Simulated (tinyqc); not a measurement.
One-dimensional ballistic tunnel FET, two-band WKB: effect of temperature.

A p-type source for x < 0 with its Fermi level at 0 and its valence edge at ds; in the channel the bands fall as D exp(-x/lam) towards their flat values, with the conduction edge at Ec = ds - dP and D = dP + Eg. The gate moves dP one to one. The drain Fermi level lies at -Vd and the drain side reflects nothing. For w = E - Ec between 0 and dP an electron crosses the gap. Two-band dispersion with equal masses m: inside the gap kappa = sqrt(m u (1 - u/Eg)/C), u the distance from a band edge, C = hbar^2/(2 m0).

S(w) = 2 lam int_0^Eg kappa(u) du/(w + Eg - u) = 2 pi lam sqrt(m/(C Eg)) [w + Eg/2 - sqrt(w (w + Eg))], T(w) = exp(-S). I = g (2 q^2/h) int_0^dP T(w) [f(E) - f(E + Vd)] dw, E = ds - dP + w, f(x) = 1/(1 + exp(x/Vt)). Swing = d(dP)/d(log10 I).

Values chosen for this exercise; band and dielectric values close to those of germanium:
- Eg = 0.663 eV (band gap)
- m = 0.041 m0 (band-edge mass of the two-band model)
- lam = 3.4 nm (screening length of the source junction)
- ds = 0.13 eV (source valence edge above the source Fermi level)
- Vd = 0.2 V (drain bias)
- g = 1 (number of degenerate subbands (spin apart))
- dP = 0.37 eV (tunnelling window Ev(source) - Ec(channel))

Constants: q = 1.602176634e-19 C, kB = 1.380649e-23 J/K, hbar = 1.054571817e-34 J s, h = 6.62607015e-34 J s, m0 = 9.1093837015e-31 kg, Vt = kB T/q, hbar^2/(2 m0) = 0.0380998212 eV nm^2. Results are converted to the units shown.

Results:

| T (K) | I (uA) | swing (mV/decade) | Vt ln 10 (mV/decade) |
|---|---|---|---|
| 77 | 0.4091 | 234.2 | 15.28 |
| 150 | 0.4125 | 237.4 | 29.76 |
| 200 | 0.4161 | 240.7 | 39.68 |
| 250 | 0.4203 | 244.8 | 49.61 |
| 300 | 0.4249 | 249.4 | 59.53 |
| 400 | 0.4332 | 259.5 | 79.37 |

Estimate the missing row, T = 350 K.

Computed row:

| T (K) | I (uA) | swing (mV/decade) | Vt ln 10 (mV/decade) |
|---|---|---|---|
| 350 | 0.4293 | 254.4 | 69.45 |

With this row back in the table: I rises from 0.409 to 0.433 uA, and the swing rises from 234 to 260 mV/decade, while the thermionic limit rises from 15.3 to 79.4 mV/decade. Gap and mass are held fixed.

Range of the model: The two-band model describes a direct gap; phonon-assisted tunnelling across an indirect gap is left out.

Program tinyqc, `OMP_NUM_THREADS=1 python tinyqc.py 2620017 2620018 out.jsonl`; Intel Xeon 2.30GHz, shared host, one thread, about 0.01 s.
